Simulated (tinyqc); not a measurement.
Epitaxial growth on a vicinal surface: Burton-Cabrera-Frank step flow, step-edge barrier and island nucleation: one step, computed by the program tinyqc. Command: `OMP_NUM_THREADS=1 python tinyqc.py 3013892 3013893 out.jsonl stepflow walk`. One thread of a shared host (Intel(R) Xeon(R) Processor @ 2.30GHz), about 0.01 s of CPU time with the checks.

Adatoms land at rate F, hop on a square grid (a simplification for hexagonal faces), desorb, or join steps. Lengths are in units of a and n is the adatom coverage. Steps ascend at x = 0 and descend at x = l.

Task: Terrace solution. D n'' - n/tau + F = 0 with n(0) = n_eq and -l_s n'(l) = n(l) - n_eq. With u = n - F tau, A = n_eq - F tau, y = l/x_s, s = l_s/x_s: u = A cosh(x/x_s) + B sinh(x/x_s), B = A (1 - cosh y - s sinh y)/(sinh y + s cosh y). Flux into the ascending step J+ = D B/x_s, over the descending one J- = -(D/x_s)(A sinh y + B cosh y); step velocity J+ + J-; growth rate (J+ + J-)/l. For small y: J+ + J- = (F - n_eq/tau) l, J-/J+ = l/(l + 2 l_s). The coverage peaks where n' = 0, tanh(x/x_s) = -B/A.

Inputs (values chosen for the exercise, close to those used for GaN(0001)): deposition rate F = 0.019 layers/s; temperature T = 890 C; critical nucleus size i = 1.

D = 6.317650e+07 a^2/s

lifetime tau = 0.8164954 s

diffusion length x_s = 7182.153 a

equilibrium coverage n_eq = 3.472029e-06

terrace width l = 155.0624 a

Schwoebel length l_s = 2.658248 a

Give: J+; J-; growth rate; peak coverage; position of the peak.

Result:

J+ = 1.498 atoms per step site and s

J- = 1.448 atoms per step site and s

growth rate = 0.01899 layers/s

peak coverage = 4.406e-06

position of the peak = 78.84 a

Caution: twice the distance from the ascending step to the coverage peak exceeds the expected island spacing [0.25 (F/D)^(i/(i+2)) exp(E_i/((i+2) k_B T))]^(-1/2) by 40 % or more, so islands nucleate and the step-flow values are formal.
